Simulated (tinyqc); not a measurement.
Inside a calculation: donors on two lattice sites with valley-orbit split states. Values are carried at full precision from step to step, so a last printed digit may differ when a step is redone from the rounded ones.

Each donor binds at most one electron, in any of its states. For a site s, W_s = sum over its states of g exp(E/kT), and the ionised share is 1/(1 + W_s exp(eta)), eta = (EF - Ec)/kT; n = Nc F_1/2(eta); neutrality n + NA = ND x (mean ionised share, the two sites in equal numbers); holes are neglected. Nc from N = 2 (m kB T/(4 pi c))^(3/2) with c = hbar^2/2m0, in 1/angstrom^3; times 1e24 for 1/cm^3, m = md. F_j(eta) = (1/Gamma(j + 1)) integral_0^infinity x^j dx/(1 + exp(x - eta)), which tends to exp(eta) for eta << 0.

Constants: hbar^2/2m0 = 3.80998211 eV angstrom^2; kB = 8.617333262e-05 eV/K.

Inputs chosen for the exercise (near those of nitrogen in 4H-SiC; shifted at random, so the results belong to these values and not to a real crystal):
```
symbol  value                      unit        meaning
md      0.801                      m0          density-of-states mass of the conduction band
E       (58.8, 50.6, 114.2, 71.8)  meV         binding energies of h ground, h excited, k ground, k excited
g       (2, 4, 2, 4)                           their degeneracies with spin
T       250                        K
ND      7.2e+17                    1/cm^3      donors, half on each site
NA      0                          1/cm^3      compensating acceptors, all ionised
mu0     37                         cm^2/(V s)  mobility at heavy doping
mu1     969                        cm^2/(V s)  mobility at light doping and 300 K
Nr      1.8e+17                    1/cm^3      reference doping
de      0.61                                   doping exponent
ga      2.4                                    temperature exponent
```

## Partition sums of the neutral donor

Give each term g exp(E/kT), W_s, and the effective degeneracy W_s exp(-E_ground/kT).

Nc = 1.3685e+19 1/cm^3

terms: h ground 30.65, h excited 41.89, k ground 401.1, k excited 112.1

W_s: h 72.537, k 513.12

effective degeneracy: h 4.734, k 2.559

The ground state alone would give 2 and all states together 6 on each site; here the excited states hold 58 % and 22 % of the bound electrons on the h and k sites.

## Neutrality

Solve for eta.

eta = -4.171
n = 2.10e+17 1/cm^3

ionised share: h 0.472, k 0.112

n is 0.292 of ND - NA. The deeper k site is ionised 0.24 times as much as the h site.

## Mobility and resistivity

Mobility (Caughey-Thomas form): mu = mu0 + (mu1 (T/300)^(-ga) - mu0)/(1 + ((ND + NA)/Nr)^de); rho = 1/(e n mu), e = 1.602176634e-19 C.

Compare with full ionisation, n = ND - NA.

mu = 476.7 cm^2/(V s)
rho = 0.0623 ohm cm
rho at full ionisation = 0.0182 ohm cm

Incomplete ionisation raises rho by a factor 3.43.

## Checks

- n + NA against ND times the mean ionised share (1/cm^3): both 2.102e+17.

Program tinyqc; command `OMP_NUM_THREADS=1 python tinyqc.py 1681481 1681482 out.jsonl`; about 0.02 s on one thread of a shared Intel(R) Xeon(R) Processor @ 2.30GHz.
